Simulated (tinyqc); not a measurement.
Inversion-layer mobility, back-scattering and ballistic limit of a field-effect transistor: one step, computed by the program tinyqc.

The charge at the top of the source barrier is fixed by the gate; series resistance and short-channel effects are left out. F_j are Fermi integrals normalised to exp(eta) in the classical limit.

Task: Charge and field. N_inv = 3.9 eps_0 (V_G - V_T)/(e t_inv); effective field E_eff = e (N_dep + w N_inv)/(eps eps_0).

Inputs (values chosen for the exercise, modelled on a 4H-SiC n-channel):

| quantity | value | unit |
|---|---|---|
| weight w of the inversion charge | 0.5 | - |
| permittivity eps | 9.7 | - |
| electrical oxide thickness t_inv | 4.3 | nm |
| depletion charge N_dep | 9.2e+11 | 1/cm^2 |
| gate overdrive V_G - V_T | 0.18 | V |

Statistics at the top of the barrier: non-degenerate.

Constants: eps_0 = 8.8541878128e-12 F/m; e = 1.602176634e-19 C.

Give: inversion density N_inv; effective field E_eff.

Result:

inversion density N_inv = 9.022e+11 1/cm^2

effective field E_eff = 0.2558 MV/cm
